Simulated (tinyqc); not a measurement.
Inside a calculation. Method: RKS/B3LYP (VWN-RPA form) in the sto-3g basis, for H3-, spin multiplicity 1. The basis has no diffuse functions, so it cannot describe the extra electron: this is an exercise in the method, not the real anion. Computed by tinyqc, a small Python program that keeps every step (integrals from PySCF). Settings: charge = -1, multiplicity = 1, basis = sto-3g, energy threshold = 1e-09, iteration cap = 85, orthogonalisation = symmetric, start = random, DIIS depth = 6, method = RKS, functional = b3lyp, grid = [20, 14]. Command: `OMP_NUM_THREADS=1 python tinyqc.py 24339 24340 out.jsonl` (the two numbers bound the seeds that draw the settings). One thread of a shared host (Intel(R) Xeon(R) Processor @ 2.60GHz), about 2 s of CPU time with the checks. Later iterations appear only in the table of the cycle.

## One-electron integrals

Geometry (angstrom):
```
atom         x         y         z
H     0.000000  0.000000  0.000000
H     0.000000  0.000000  0.984000
H     0.000000  0.852000  0.492000
```

Basis sto-3g: exponents (1/bohr^2) and contraction coefficients of normalised primitives:
```
element  l (shell)  exponent  coefficient
H            s (1)  3.425251     0.154329
H            s (1)  0.623914     0.535328
H            s (1)  0.168855     0.444635
```

Overlap, kinetic and nuclear-attraction integrals over the contracted functions; the nuclear repulsion is the sum of Za Zb / Rab.

nuclear repulsion = 1.61350515 hartree

overlap S:
```
          1H 1s     2H 1s     3H 1s
1H 1s  1.000000  0.505960  0.506047
2H 1s  0.505960  1.000000  0.506047
3H 1s  0.506047  0.506047  1.000000
```

kinetic energy T (hartree):
```
          1H 1s     2H 1s     3H 1s
1H 1s  0.760032  0.117354  0.117410
2H 1s  0.117354  0.760032  0.117410
3H 1s  0.117410  0.117410  0.760032
```

nuclear attraction V (hartree):
```
           1H 1s      2H 1s      3H 1s
1H 1s  -2.267046  -1.098419  -1.098638
2H 1s  -1.098419  -2.267046  -1.098638
3H 1s  -1.098638  -1.098638  -2.267113
```

core Hamiltonian H = T + V (hartree):
```
           1H 1s      2H 1s      3H 1s
1H 1s  -1.507014  -0.981065  -0.981228
2H 1s  -0.981065  -1.507014  -0.981228
3H 1s  -0.981228  -0.981228  -1.507081
```

## Two-electron integrals

Functions are numbered as in S; the eight-fold symmetry (ij|kl) = (ji|kl) = (kl|ij) leaves the list below.

Two-electron integrals (ij|kl) in chemists' order, unique and non-zero (hartree):
```
(11|11) 0.774606   (21|11) 0.316766   (21|21) 0.164613   (22|11) 0.483284
(22|21) 0.316766   (22|22) 0.774606   (31|11) 0.316835   (31|21) 0.148774
(31|22) 0.255732   (31|31) 0.164675   (32|11) 0.255732   (32|21) 0.148774
(32|22) 0.316835   (32|31) 0.148798   (32|32) 0.164675   (33|11) 0.483333
(33|21) 0.255705   (33|22) 0.483333   (33|31) 0.316835   (33|32) 0.316835
(33|33) 0.774606
```

## Orthogonalisation

S = U s U^T; symmetric (Loewdin) form X = U s^(-1/2) U^T, so that X^T S X = 1.

eigenvalues of S: 0.493924  0.494040  2.012037

X:
```
           1H 1s      2H 1s      3H 1s
1H 1s   1.183512  -0.239206  -0.239304
2H 1s  -0.239206   1.183512  -0.239304
3H 1s  -0.239304  -0.239304   1.183568
```

## Starting guess

The start is random orthonormal orbitals; D = 2 C_occ C_occ^T.

D at the start:
```
           1H 1s      2H 1s      3H 1s
1H 1s   1.594058   0.889311  -1.288473
2H 1s   0.889311   0.497935  -0.659826
3H 1s  -1.288473  -0.659826   2.979958
```

## Iteration 1: exchange-correlation on the grid

Becke grid with 20 radial and 14 angular points per atom, points of zero weight dropped. rho = sum D_ij phi_i phi_j; V_xc,ij = sum w v_xc phi_i phi_j plus the gradient terms; v_xc is d(rho eps)/d rho at fixed gradient. Exact exchange is left to K.

The 12 grid points with the largest w rho, of 826 (bohr, atomic units):
```
x                 y         z         w       rho  |grad rho|^2     eps_xc       v_xc
-0.710262  2.320309  1.640007  0.473554  0.071740      0.029316  -0.312445  -0.358467
0.710262   2.320309  1.640007  0.473554  0.071740      0.029316  -0.312445  -0.358467
0.710262   2.320309  0.219483  0.473554  0.069278      0.027894  -0.309872  -0.354674
-0.710262  2.320309  0.219483  0.473554  0.069278      0.027894  -0.309872  -0.354674
0.536333   2.146380  1.466079  0.220911  0.147575      0.134312  -0.383119  -0.448259
-0.536333  2.146380  1.466079  0.220911  0.147575      0.134312  -0.383119  -0.448259
-0.536333  2.146380  0.393412  0.220911  0.143497      0.129868  -0.380609  -0.444196
0.536333   2.146380  0.393412  0.220911  0.143497      0.129868  -0.380609  -0.444196
0.000000   2.840257  0.929745  0.421326  0.075040      0.031275  -0.315822  -0.363455
0.000000   2.539003  0.929745  0.196409  0.153015      0.140469  -0.386438  -0.453576
-0.921978  2.532024  1.851723  0.965801  0.028816      0.005598  -0.247210  -0.275595
0.921978   2.532024  1.851723  0.965801  0.028816      0.005598  -0.247210  -0.275595
```

electrons on the grid, sum of w rho = 3.987800

E_xc = sum of w rho eps_xc = -1.36880497 hartree

V_xc (hartree):
```
           1H 1s      2H 1s      3H 1s
1H 1s  -0.415629  -0.188008  -0.200126
2H 1s  -0.188008  -0.349977  -0.189527
3H 1s  -0.200126  -0.189527  -0.451663
```

## Iteration 1: building the Kohn-Sham matrix

J_ij = sum D_kl (ij|kl), K_ij = sum D_kl (ik|jl); F = H + J - 0.1 K + V_xc; E = tr D H + tr D J / 2 - 0.05 tr D K + E_xc + E_nn.

Coulomb J (hartree):
```
          1H 1s     2H 1s     3H 1s
1H 1s  2.325185  1.137733  1.220437
2H 1s  1.137733  2.082685  1.173424
3H 1s  1.220437  1.173424  2.539646
```

exchange K (hartree):
```
          1H 1s     2H 1s     3H 1s
1H 1s  1.358070  0.894167  0.781177
2H 1s  0.894167  0.900744  0.750040
3H 1s  0.781177  0.750040  1.682870
```

Kohn-Sham matrix F (hartree):
```
           1H 1s      2H 1s      3H 1s
1H 1s   0.266735  -0.120757  -0.039034
2H 1s  -0.120757   0.135620  -0.072335
3H 1s  -0.039034  -0.072335   0.412615
```

total energy of this density = -0.81046006 hartree

## Iteration 1: diagonalisation and new density

Diagonalise F' = X^T F X, C = X C', fill 2 alpha and 2 beta electrons from the bottom; D = 2 C_occ C_occ^T. Each column has its largest component positive (the first on a tie).

F' = X^T F X (hartree):
```
           1          2          3
1   0.487208  -0.241166  -0.197935
2  -0.241166   0.333732  -0.209371
3  -0.197935  -0.209371   0.650303
```

orbital energies (hartree): MO1 0.026070, MO2 0.655314, MO3 0.789859

coefficients C:
```
            MO1        MO2        MO3
1H 1s  0.385302  -0.944114  -0.689476
2H 1s  0.618614   1.018004  -0.310116
3H 1s  0.188934  -0.252527   1.189916
```

D after iteration 1:
```
           1H 1s      2H 1s      3H 1s
1H 1s   2.079619  -1.445517   0.622422
2H 1s  -1.445517   2.838031  -0.280392
3H 1s   0.622422  -0.280392   0.198932
```

## Iteration 2: exchange-correlation on the grid

As before.

The 12 grid points with the largest w rho, of 826 (bohr, atomic units):
```
x                  y          z         w       rho  |grad rho|^2     eps_xc       v_xc
-0.710262  -0.710262   2.569753  0.473990  0.069972      0.027645  -0.310146  -0.355745
0.710262   -0.710262   2.569753  0.473990  0.069972      0.027645  -0.310146  -0.355745
-0.536333  -0.536333   2.395824  0.220959  0.143465      0.125599  -0.379895  -0.444347
0.536333   -0.536333   2.395824  0.220959  0.143465      0.125599  -0.379895  -0.444347
-0.710262   0.710262   2.569753  0.458420  0.067925      0.026463  -0.307945  -0.352542
0.710262    0.710262   2.569753  0.458420  0.067925      0.026463  -0.307945  -0.352542
0.536333    0.536333   2.395824  0.219020  0.140132      0.122234  -0.377829  -0.440964
-0.536333   0.536333   2.395824  0.219020  0.140132      0.122234  -0.377829  -0.440964
0.000000    0.000000   3.089700  0.421318  0.072595      0.029188  -0.312909  -0.359780
0.000000    0.000000   2.788447  0.196408  0.147886      0.130826  -0.382714  -0.448737
0.710262    0.710262  -0.710262  0.458420  0.063279      0.020148  -0.299551  -0.344985
-0.710262   0.710262  -0.710262  0.458420  0.063279      0.020148  -0.299551  -0.344985
```

electrons on the grid, sum of w rho = 4.004532

E_xc = sum of w rho eps_xc = -1.39345389 hartree

V_xc (hartree):
```
           1H 1s      2H 1s      3H 1s
1H 1s  -0.432622  -0.202383  -0.184692
2H 1s  -0.202383  -0.450733  -0.184837
3H 1s  -0.184692  -0.184837  -0.315826
```

## Iteration 2: building the Kohn-Sham matrix

As before.

Coulomb J (hartree):
```
          1H 1s     2H 1s     3H 1s
1H 1s  2.413829  1.234482  1.139141
2H 1s  1.234482  2.524443  1.156813
3H 1s  1.139141  1.156813  2.008437
```

exchange K (hartree):
```
          1H 1s     2H 1s     3H 1s
1H 1s  1.506018  0.789152  0.849344
2H 1s  0.789152  1.665189  0.756963
3H 1s  0.849344  0.756963  0.750463
```

Kohn-Sham matrix F (hartree):
```
           1H 1s      2H 1s      3H 1s
1H 1s   0.323592  -0.027881  -0.111714
2H 1s  -0.027881   0.400176  -0.084948
3H 1s  -0.111714  -0.084948   0.110483
```

total energy of this density = -0.75145254 hartree

## Iteration 2: DIIS over 2 matrices

error matrix X^T (FDS - SDF) X:
```
           1          2         3
1   0.000000   0.046218  0.376793
2  -0.046218   0.000000  0.240807
3  -0.376793  -0.240807  0.000000
```

B (overlaps of the stored error matrices):
```
               1              2
1  1.7114946e-01  8.6951771e-03
2  8.6951771e-03  4.0419428e-01
```

Minimise |sum c_i e_i|^2 with sum c_i = 1: solve [B -1; -1 0][c; lambda] = [0; -1] with B_ij = tr e_i^T e_j, and take F = sum c_i F_i.

DIIS coefficients: 0.708839  0.291161

extrapolated F (hartree):
```
           1H 1s      2H 1s      3H 1s
1H 1s   0.283290  -0.093715  -0.060196
2H 1s  -0.093715   0.212648  -0.076008
3H 1s  -0.060196  -0.076008   0.324646
```

## Iteration 2: diagonalisation and new density

As before.

F' = X^T F X (hartree):
```
           1          2          3
1   0.506021  -0.227661  -0.209434
2  -0.227661   0.421882  -0.212009
3  -0.209434  -0.212009   0.549597
```

orbital energies (hartree): MO1 0.054129, MO2 0.684705, MO3 0.738666

coefficients C:
```
            MO1        MO2        MO3
1H 1s  0.389736  -0.714921  -0.923136
2H 1s  0.506274   1.117496  -0.100383
3H 1s  0.319699  -0.503785   1.076736
```

D after iteration 2:
```
           1H 1s      2H 1s      3H 1s
1H 1s   1.326014  -1.203216   0.969531
2H 1s  -1.203216   3.010221  -0.802245
3H 1s   0.969531  -0.802245   0.712015
```

## Convergence

Stop when the energy changes by less than 1e-09 hartree and every element of the error matrix X^T (F D S - S D F) X is below 9e-06.

Course of the cycle:
```
iteration  E (hartree)     change  largest element of the error matrix
1          -0.81046006          -                             2.64e-01
2          -0.75145254   5.90e-02                             3.77e-01
3          -0.84277808  -9.13e-02                             1.37e-01
4          -0.64870328   1.94e-01                             4.00e-01
5          -0.68358094  -3.49e-02                             3.94e-01
6          -0.69039192  -6.81e-03                             3.91e-01
7          -0.69408145  -3.69e-03                             3.89e-01
8          -0.64138913   5.27e-02                             4.11e-01
9          -0.81032983  -1.69e-01                             2.79e-01
10         -0.80184534   8.48e-03                             2.95e-01
11         -0.62258444   1.79e-01                             4.24e-01
12         -0.83656329  -2.14e-01                             1.97e-01
13         -0.79095911   4.56e-02                             2.93e-01
14         -0.81634306  -2.54e-02                             2.67e-01
...                ...        ...                                  ...
72         -0.83784653  -1.58e-02                             2.24e-01
73         -0.84230015  -4.45e-03                             1.85e-01
74         -0.74724555   9.51e-02                             3.38e-01
75         -0.74470617   2.54e-03                             3.40e-01
76         -0.63957293   1.05e-01                             4.17e-01
77         -0.67143928  -3.19e-02                             4.08e-01
78         -0.81250929  -1.41e-01                             2.58e-01
79         -0.81926570  -6.76e-03                             2.59e-01
80         -0.82334099  -4.08e-03                             2.49e-01
81         -0.84358644  -2.02e-02                             2.09e-01
82         -0.85401482  -1.04e-02                             1.81e-01
83         -0.78357977   7.04e-02                             3.03e-01
84         -0.83560327  -5.20e-02                             1.98e-01
85         -0.82881877   6.78e-03                             2.39e-01
```

PySCF RKS in the same basis, fine grid = -0.71189219 hartree

Not converged within the cap of 85 iterations: the residual falls in a zigzag, on average by a factor of about 0.96 a step. Reruns (cap 100 unless said): DIIS 8: not converged; damping 0.5: not converged; level shift 0.5: converged in 25; atomic densities as start, DIIS 8: not converged; the original settings with a cap of 400: not converged.
